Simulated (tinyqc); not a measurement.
Density of states of one tight-binding band of a chain: one step. Gaussian broadening at one energy. Two cases, with inputs chosen for the exercise.

Problem. Sum over the distinct energies with their counts.

Gaussian broadening: g(E) = mean over the mesh of exp(-(E - E_k)^2/(2 sigma^2))/(sigma sqrt(2 pi)), n(E) = mean of erfc((E_k - E)/(sigma sqrt 2))/2.

Give: n(E); g(E).

Case 1.

Values chosen: E = 0.26 eV (energy at which the density is wanted); sigma = 0.089 eV (Gaussian width).

Distinct energies:
```
E_k (eV),points
-2.000000,1
-1.800069,2
-1.258650,2
-0.525613,2
0.220000,2
0.836740,2
1.258650,2
1.488942,2
1.560000,1
```

Solution.

n(E) = 0.5217
g(E) = 0.5065 1/eV

Case 2.

Values chosen: E = 0.96 eV (energy at which the density is wanted); sigma = 0.61 eV (Gaussian width).

Distinct energies:
```
E_k (eV),points
-2.080000,1
-1.862755,2
-1.045248,2
0.462755,2
2.085248,2
2.800000,1
```

Solution.

n(E) = 0.6650
g(E) = 0.1190 1/eV

Computed by tinyqc, one run a case: `OMP_NUM_THREADS=1 python tinyqc.py N N+1 out.jsonl` with N = 1681421, 1682423; one thread of a shared Intel(R) Xeon(R) Processor @ 2.30GHz, about 0.01 s a run at most.
